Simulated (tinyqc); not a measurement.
Inside a calculation: Bethe-Salpeter matrix of a two-band chain (Tamm-Dancoff form). Values are carried at full precision from step to step, so a last printed digit may differ when a step is redone from the rounded ones.

One valence and one conduction band, lattice period 1, mesh k = 2 pi j/N. Pair energies D(k) = Eg + 2 t sum(1 - cos k), t = tc + tv. Screened attraction W(R) = U at R = 0 and V/|R| otherwise, R over the N cells with the nearest image; W(q) = sum_R W(R) cos(q R). H(k, k') = D(k) delta - W(k - k')/Nk + 2 J/Nk for singlets (J = 0 for triplets), Nk the number of k points. With a constant transition dipole the strength of a state is f = (sum_k A_k)^2/Nk, and the f sum to 1.

Inputs chosen for the exercise: Eg = 5.7 eV (quasiparticle gap); tc = 0.71 eV (conduction hopping); tv = 0.68 eV (valence hopping); U = 0.88 eV (attraction in the same cell); V = 0.43 eV (attraction at one cell distance); J = 0.6 eV (exchange in the same cell); N = 7 (k points along each axis).

## Pair energies and the kernel

List D(k), W(R) and W(q) on the mesh.

Mesh values (eV):
```
index j,D(k_j),W(R = j),W(q_j)
j0,5.7000,0.8800,2.4567
j1,6.7467,0.4300,1.0622
j2,9.0986,0.2150,0.4799
j3,10.9847,0.1433,0.3095
j4,10.9847,0.1433,0.3095
j5,9.0986,0.2150,0.4799
j6,6.7467,0.4300,1.0622
```

## The singlet matrix

Fill in H.

H (eV), lower triangle:
```
,j0,j1,j2,j3,j4,j5,j6
j0,5.5205
j1,0.0197,6.5672
j2,0.1029,0.0197,8.9191
j3,0.1272,0.1029,0.0197,10.8052
j4,0.1272,0.1272,0.1029,0.0197,10.8052
j5,0.1029,0.1272,0.1272,0.1029,0.0197,8.9191
j6,0.0197,0.1029,0.1272,0.1272,0.1029,0.0197,6.5672
```

## Exciton levels and strengths

Diagonalise. For the lowest state give the amplitudes A_k (norm 1, largest positive) and f = (sum_k A_k)^2/Nk, Nk the size of the matrix.

levels (eV): 5.5086  6.4592  6.6492  8.7935  9.0500  10.7890  10.8539

amplitudes of the lowest state: j0 0.999, j1 -0.009, j2 -0.028, j3 -0.023, j4 -0.023, j5 -0.028, j6 -0.009

f of the lowest state = 0.110

The lowest state lies 0.1914 eV below the gap Eg = 5.7 eV and holds 11 % of the strength, against 14 % for one free pair. On a fine mesh the triplet and singlet bindings are 0.3465 and 0.1316 eV.

## Spectrum with and without the kernel

Distinct levels with their degeneracy and summed f, for singlets, beside the sorted triplet levels and free pairs.

Singlets:
```
E (eV),degeneracy,f
5.5086,1,0.1105
6.4592,1,0.0000
6.6492,1,0.2265
8.7935,1,0.0000
9.0500,1,0.2833
10.7890,1,0.0000
10.8539,1,0.3797
```

triplet levels (eV): 5.2969  6.3566  6.4592  8.6970  8.7935  10.5112  10.7890

free pairs (eV): 5.7000  6.7467  6.7467  9.0986  9.0986  10.9847  10.9847

3 of the 7 singlets are dark; those whose amplitude vanishes at R = 0 also feel neither U nor J. The lowest singlet lies 0.2116 eV above the lowest triplet; first order gives 2 J f = 0.3177 eV with the f of the triplet envelope. The centre of the spectrum, sum f E = 8.8000 eV, equals mean D - U + 2J = 8.8000 eV.

## Checks

- Levels from the matrix in the electron-hole distance R against those in k: they agree to 1e-10 or better.

tinyqc: `OMP_NUM_THREADS=1 python tinyqc.py 1252266 1252267 out.jsonl`; about 0.1 s, one thread, shared Intel(R) Xeon(R) Processor @ 2.30GHz.
